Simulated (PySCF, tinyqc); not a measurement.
MP2 on RHF in the sto-3g basis, for H3+, spin multiplicity 1, step by step. The lowest restricted solution is unstable here: a spin-polarised one lies 0.0043 hartree lower (PySCF). Computed by tinyqc, a small Python program that keeps every step (integrals from PySCF). Settings: charge = 1, multiplicity = 1, basis = sto-3g, method = RHF, energy threshold = 1e-10, iteration cap = 73, orthogonalisation = symmetric, start = atomic densities, DIIS depth = 6. Command: `OMP_NUM_THREADS=1 python tinyqc.py 31400 31401 out.jsonl` (the two numbers bound the seeds that draw the settings). One thread of a shared host (Intel(R) Xeon(R) Processor @ 2.60GHz), about 0.2 s of CPU time with the checks. The early iterations of the SCF are left out here.

## One-electron integrals

Geometry (angstrom):

| atom | x | y | z |
|---|---|---|---|
| H | 0.00000 | 0.00000 | 0.00000 |
| H | 0.00000 | 0.00000 | 1.17600 |
| H | 0.00000 | 0.96300 | -0.78500 |

Basis sto-3g: exponents (1/bohr^2) and contraction coefficients of normalised primitives:

| element | l (shell) | exponent | coefficient |
|---|---|---|---|
| H | s (1) | 3.42525 | 0.15433 |
| H | s (1) | 0.62391 | 0.53533 |
| H | s (1) | 0.16886 | 0.44463 |

Overlap, kinetic and nuclear-attraction integrals over the contracted functions; the nuclear repulsion is the sum of Za Zb / Rab.

nuclear repulsion = 1.1181273 hartree

overlap S:
```
         1H 1s    2H 1s    3H 1s
1H 1s  1.00000  0.39923  0.36612
2H 1s  0.39923  1.00000  0.08736
3H 1s  0.36612  0.08736  1.00000
```

kinetic energy T (hartree):
```
         1H 1s     2H 1s     3H 1s
1H 1s  0.76003   0.05832   0.04404
2H 1s  0.05832   0.76003  -0.01139
3H 1s  0.04404  -0.01139   0.76003
```

nuclear attraction V (hartree):
```
          1H 1s     2H 1s     3H 1s
1H 1s  -2.09060  -0.71662  -0.64482
2H 1s  -0.71662  -1.91188  -0.14277
3H 1s  -0.64482  -0.14277  -1.88972
```

core Hamiltonian H = T + V (hartree):
```
          1H 1s     2H 1s     3H 1s
1H 1s  -1.33057  -0.65830  -0.60078
2H 1s  -0.65830  -1.15185  -0.15416
3H 1s  -0.60078  -0.15416  -1.12968
```

## Two-electron integrals

Functions are numbered as in S; the eight-fold symmetry (ij|kl) = (ji|kl) = (kl|ij) leaves the list below.

Two-electron integrals (ij|kl) in chemists' order, unique and non-zero (hartree):
```
(11|11) 0.77461   (21|11) 0.23563   (21|21) 0.09767   (22|11) 0.42456
(22|21) 0.23563   (22|22) 0.77461   (31|11) 0.21176   (31|21) 0.06368
(31|22) 0.11731   (31|31) 0.08081   (32|11) 0.04602   (32|21) 0.01736
(32|22) 0.03901   (32|31) 0.01597   (32|32) 0.00383   (33|11) 0.40640
(33|21) 0.12521   (33|22) 0.24181   (33|31) 0.21176   (33|32) 0.03901
(33|33) 0.77461
```

## Orthogonalisation

S = U s U^T; symmetric (Loewdin) form X = U s^(-1/2) U^T, so that X^T S X = 1.

eigenvalues of S: 0.50002  0.91298  1.58700

X:
```
          1H 1s     2H 1s     3H 1s
1H 1s   1.12880  -0.22916  -0.20753
2H 1s  -0.22916   1.06889   0.01581
3H 1s  -0.20753   0.01581   1.05688
```

## Iteration 9 (converged): orbitals

converged F (hartree):
```
          1H 1s     2H 1s     3H 1s
1H 1s  -0.64235  -0.51765  -0.48037
2H 1s  -0.51765  -0.49824  -0.19922
3H 1s  -0.48037  -0.19922  -0.48933
```

Diagonalise F' = X^T F X, C = X C', fill 1 alpha and 1 beta electrons from the bottom; D = 2 C_occ C_occ^T. Each column has its largest component positive (the first on a tie).

F' = X^T F X (hartree):
```
          1         2         3
1  -0.39180  -0.34844  -0.31911
2  -0.34844  -0.35276  -0.03763
3  -0.31911  -0.03763  -0.36691
```

orbital energies (hartree): MO1 -0.86684, MO2 -0.32300, MO3 0.07838

coefficients C:
```
           MO1       MO2       MO3
1H 1s  0.57680  -0.02458   1.01807
2H 1s  0.39524  -0.70232  -0.73879
3H 1s  0.37834   0.77556  -0.64473
```

D after iteration 9:
```
         1H 1s    2H 1s    3H 1s
1H 1s  0.66539  0.45595  0.43645
2H 1s  0.45595  0.31243  0.29907
3H 1s  0.43645  0.29907  0.28628
```

## Convergence

Stop when the energy changes by less than 1e-10 hartree and every element of the error matrix X^T (F D S - S D F) X is below 3e-06.

Course of the cycle:

| iteration | E (hartree) | change | largest element of the error matrix |
|---|---|---|---|
| 1 | -0.6472504 | - | 3.40e-02 |
| 2 | -1.1406435 | -4.93e-01 | 2.96e-02 |
| 3 | -1.1413424 | -6.99e-04 | 1.25e-02 |
| 4 | -1.1414880 | -1.46e-04 | 1.92e-03 |
| 5 | -1.1414914 | -3.43e-06 | 3.04e-04 |
| 6 | -1.1414915 | -6.73e-08 | 1.49e-04 |
| 7 | -1.1414915 | -1.18e-08 | 9.87e-05 |
| 8 | -1.1414915 | -9.30e-09 | 1.44e-08 |
| 9 | -1.1414915 | -4.44e-16 | 4.57e-11 |

PySCF RHF in the same basis = -1.1414915 hartree

Converged in 9 iterations.

## Integrals over molecular orbitals

(pq|rs) = sum C_ip C_jq C_kr C_ls (ij|kl), one index at a time.

one-electron integrals over orbitals h = C^T H C (hartree):
```
          1         2         3
1  -1.39278   0.01073  -0.07942
2   0.01073  -1.08033  -0.00611
3  -0.07942  -0.00611  -0.84528
```

Two-electron integrals over orbitals (pq|rs), unique and non-zero (hartree):
```
(11|11) 0.52594    (21|11) -0.01073   (21|21) 0.14609    (22|11) 0.45171
(22|21) 0.01946    (22|22) 0.52337    (31|11) 0.07942    (31|21) 0.00301
(31|22) -0.05941   (31|31) 0.14563    (32|11) 0.00456    (32|21) -0.13942
(32|22) -0.01714   (32|31) -0.01210   (32|32) 0.14874    (33|11) 0.53464
(33|21) -0.01923   (33|22) 0.46607    (33|31) 0.08375    (33|32) 0.01385
(33|33) 0.57115
```

## Second-order Moller-Plesset energy

Hartree-Fock energy = -1.1414915 hartree

E2 = sum_ijab (ia|jb) [2 (ia|jb) - (ib|ja)] / (e_i + e_j - e_a - e_b) over occupied i, j and virtual a, b; the opposite-spin part is (ia|jb)^2 / denominator, the rest is same-spin, and SCS-MP2 scales them by 6/5 and 1/3.

Terms:

| i | j | a | b | (ia\|jb) | (ib\|ja) | denominator | term |
|---|---|---|---|---|---|---|---|
| 1 | 1 | 2 | 2 | 0.14609 | 0.14609 | -1.08768 | -0.01962 |
| 1 | 1 | 3 | 3 | 0.14563 | 0.14563 | -1.89043 | -0.01122 |
| 1 | 1 | 3 | 2 | 0.00301 | 0.00301 | -1.48906 | -6.08e-06 |
| 1 | 1 | 2 | 3 | 0.00301 | 0.00301 | -1.48906 | -6.08e-06 |

Pair energies (hartree; pair i-j sums ij and ji):

| pair | opposite spin | same spin |
|---|---|---|
| 1-1 | -0.03085 | 0 |

MP2 correlation energy = -0.0308528 hartree

SCS-MP2 correlation energy = -0.0370233 hartree

MP2 total energy = -1.1723442 hartree
